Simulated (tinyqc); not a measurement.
# Strained alloy layer of GaSb and GaAs on (001) InP, model-solid band line-up: gaps, strain and offsets against composition

The layer is x parts of the first compound and 1 - x of the second, grown coherently on the third as substrate and barrier. Rows of the table: lattice constant a, average valence level Ea on an absolute scale, spin-orbit splitting so, gaps at Gamma, X and L, hydrostatic deformation potentials av and ac (Gamma), shear potential b, elastic constants, electron and heavy-hole (along z) masses. All are interpolated linearly in x; gaps get -C x (1 - x), taken wholly in the conduction band; real line-ups can differ from this model by 0.1 eV or more.

In-plane strain e = (a_substrate - a)/a, e_z = -2 (c12/c11) e, volume change 2 e + e_z. With v = 2 e + e_z and d = 2 b (e_z - e): Eav = Ea + av v; E_hh = Eav + so/3 - d/2; E_lh = Eav - so/6 + d/4 + sqrt(so^2 + so d + 9 d^2/4)/2; E_c = Ea + so/3 + EG + ac v (Gamma). Substrate: E_v = Ea + so/3, E_c = E_v + EG. Well depths: dEc = E_c(substrate) - E_c, dEhh = E_hh - E_v(substrate), dElh likewise; strained Gamma gap E_c - max(E_hh, E_lh); positive values confine carriers in the layer. Matthews-Blakeslee for 60-degree dislocations in a single layer: hc = k (ln(hc/bv) + 1), k = bv (1 - nu/4)/(4 pi |e| (1 + nu)), nu = c12/(c11 + c12), bv = a/sqrt(2); the larger root. The valence offset is the larger of dEhh and dElh; a dash marks |e| under 0.02 % or no root.

Parameters, values chosen for the exercise:
- CG = 1.43 eV (bowing of the Gamma gap)
- CX = 1.2 eV (bowing of the X gap)
- CL = 1.2 eV (bowing of the L gap)

Binary compounds, values chosen for the exercise:

|  | close to GaSb | close to GaAs | close to InP |
|---|---|---|---|
| a (angstrom) | 6.096 | 5.653 | 5.869 |
| Ea (eV) | -6.25 | -6.92 | -7.04 |
| so (eV) | 0.753 | 0.344 | 0.111 |
| EG (eV) | 0.731 | 1.43 | 1.35 |
| EX (eV) | 1.04 | 1.91 | 2.18 |
| EL (eV) | 0.821 | 1.73 | 1.93 |
| av (eV) | 0.798 | 1.16 | 1.28 |
| ac (eV) | -6.77 | -7.15 | -4.99 |
| b (eV) | -1.99 | -1.71 | -1.68 |
| c11 (GPa) | 89.1 | 120 | 101 |
| c12 (GPa) | 40.5 | 54.4 | 55.3 |
| me (m0) | 0.0385 | 0.0678 | 0.0789 |
| mh (m0) | 0.246 | 0.351 | 0.525 |

Gaps, strain and offsets against composition:

| x | e (%) | relaxed Gamma gap (eV) | lower of X and L gaps (eV) | strained Gamma gap (eV) | E_hh - E_lh (meV) | dEc (eV) | valence offset (eV) | hc (nm) |
|---|---|---|---|---|---|---|---|---|
| 0.25 | 1.826 | 0.9871 | 1.278 | 0.7483 | -138.7 | 0.1044 | 0.4973 | 4.14 |
| 0.31 | 1.359 | 0.9074 | 1.192 | 0.7327 | -101.4 | 0.09934 | 0.5180 | 6.29 |
| 0.38 | 0.8187 | 0.8275 | 1.102 | 0.7243 | -59.76 | 0.08112 | 0.5446 | 12.4 |
| 0.44 | 0.3605 | 0.7701 | 1.034 | 0.7255 | -25.80 | 0.05496 | 0.5696 | 34.9 |
| 0.5 | -0.09362 | 0.7230 | 0.9755 | 0.7278 | 6.568 | 0.01905 | 0.6031 | 175 |
| 0.56 | -0.5436 | 0.6862 | 0.9253 | 0.7137 | 37.37 | -0.02661 | 0.6629 | 21.1 |
| 0.62 | -0.9896 | 0.6597 | 0.8837 | 0.7090 | 66.66 | -0.08203 | 0.7230 | 9.84 |
| 0.69 | -1.505 | 0.6418 | 0.8461 | 0.7153 | 99.04 | -0.1590 | 0.7937 | 5.62 |
| 0.75 | -1.942 | 0.6376 | 0.8233 | 0.7309 | 125.4 | -0.2356 | 0.8547 | 3.93 |

What does the comparison show?

The relaxed Gamma gap falls from 0.987 to 0.638 eV and the strained one moves up and down between 0.709 and 0.748 eV. The lattice matches the substrate at x = 0.488; the heavy hole is on top where the layer is compressed (e < 0) and the light hole where it is stretched. dEc falls from 0.104 to -0.236 eV and the valence offset rises from 0.497 to 0.855 eV. At the largest strain listed, -1.94 %, strain changes the gap by 93.2 meV.

Numbers from tinyqc (`OMP_NUM_THREADS=1 python tinyqc.py 2690040 2690041 out.jsonl`; about 0.01 s on one thread of a shared Intel Xeon 2.30GHz).
